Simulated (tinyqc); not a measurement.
Kronig-Penney superlattice by transfer matrices, step by step. Values are carried at full precision from step to step, so a last printed digit may differ when a step is redone from the rounded ones.

Wells (width a, potential 0, mass mw) alternate with barriers (width b, height V0, mass mb); period d = a + b; c = hbar^2/2m0. The vector (psi, psi'/m) is continuous, and a layer of thickness t carries it by M = [[cos kt, (m/k) sin kt], [-(k/m) sin kt, cos kt]] with k = sqrt(m (E - V)/c); for E < V, k = i kappa gives [[cosh, (m/kappa) sinh], [(kappa/m) sinh, cosh]] of kappa t. A Bloch state obeys cos(q d) = tr(Mb Mw)/2.

Constants: hbar^2/2m0 = 3.80998211 eV angstrom^2; hbar = 6.58211957e-16 eV s.

Parameters, chosen for this exercise (near those of the light valleys of a Si film between layers of SiO2; shifted at random, so the results belong to these values and not to a real crystal): a = 19 angstrom (well width); b = 6 angstrom (barrier width); V0 = 3.23 eV (barrier height); mw = 0.194 m0 (mass in the wells); mb = 0.498 m0 (mass in the barriers); E = 0.2659 eV (trial energy); F = 5 kV/cm (field along the axis).

## Layer matrices at one energy

Form the matrix of the well and of the barrier at E.

k in the well = 0.11636 1/angstrom
kappa in the barrier = 0.62244 1/angstrom

Mw (angstrom units):
```
[[-0.59721, 1.3373],
 [-0.48108, -0.59721]]
```

Mb (angstrom units):
```
[[20.949, 16.741],
 [26.154, 20.949]]
```

## The matrix of one period

Multiply M = Mb Mw and take half the trace. If its size is at most 1, E lies in a miniband and q d = arccos(tr M/2); otherwise the state decays by exp(-arccosh|tr M/2|) a period.

M:
```
[[-20.565, 18.016],
 [-25.697, 22.464]]
```

tr M/2 = 0.9497
q d in a band, or the decay exponent in a gap = 0.319

E lies in a miniband; det M = 1.0000, as for any such product.

## Miniband edges

The edges are the energies where tr M/2 = +1 (q = 0) or -1 (q = pi/d); the first three minibands.

Minibands:
```
band  bottom (eV)  top (eV)  width (meV)
1          0.2656    0.2788         13.3
2          1.0972    1.1605         63.3
3          2.4931    2.7205        227.4
```

3 minibands of these lie wholly below V0. The first gap is 818.4 meV wide; the single well of width a has E1 = 0.2722 eV, inside the first miniband.

## Dispersion along the axis

Solve tr M/2 = cos(q d) inside each miniband at q d/pi = 0, 1/6, ..., 1. The cosine form is E_bottom + (W/2)(1 - cos q d) with the true width W.

Energies (eV):
```
q d/pi  band 1  cosine form  band 2
0.000   0.2656       0.2656  1.1605
0.167   0.2664       0.2665  1.1560
0.333   0.2688       0.2689  1.1440
0.500   0.2721       0.2722  1.1280
0.667   0.2754       0.2755  1.1124
0.833   0.2779       0.2780  1.1012
1.000   0.2788       0.2788  1.0972
```

The cosine form, which holds for hopping between neighbouring wells alone, misses band 1 by at most 0.1 meV, 1 % of its width.

## Mass along the axis

With f(E) = tr M/2, 1 - (q d)^2/2 = 1 + f'(E_bottom)(E - E_bottom) gives m_z = -2 c f'/d^2 (f' by a central difference of 1e-6 eV at the bottom of band 1). The cosine form gives 4 c/(W d^2), W the width of band 1 between tr M/2 = +1 and -1.

f' = -156.5 1/eV
m_z = 1.908 m0
m_z of the cosine form = 1.839 m0
W = 13.26 meV

The mass along the axis is 9.84 times mw.

## In a field along the axis

One-band picture: ladder spacing e F d, Bloch frequency e F d/(2 pi hbar), and extent W/(e F) of a Stark state, with W the width of band 1; 1 kV/cm = 1e-5 V/angstrom.

e F d = 1.250 meV
Bloch frequency = 0.302 THz
W/(e F d) = 10.61 periods

The state spreads over about 11 periods.

## Checks

- Bottom of band 1 from 121 plane waves (the mass step taken by inverting the matrix of m) against the transfer matrix, eV: both 0.2656.

Program tinyqc; command `OMP_NUM_THREADS=1 python tinyqc.py 1280505 1280506 out.jsonl`; about 0.06 s on one thread of a shared Intel(R) Xeon(R) Processor @ 2.30GHz.
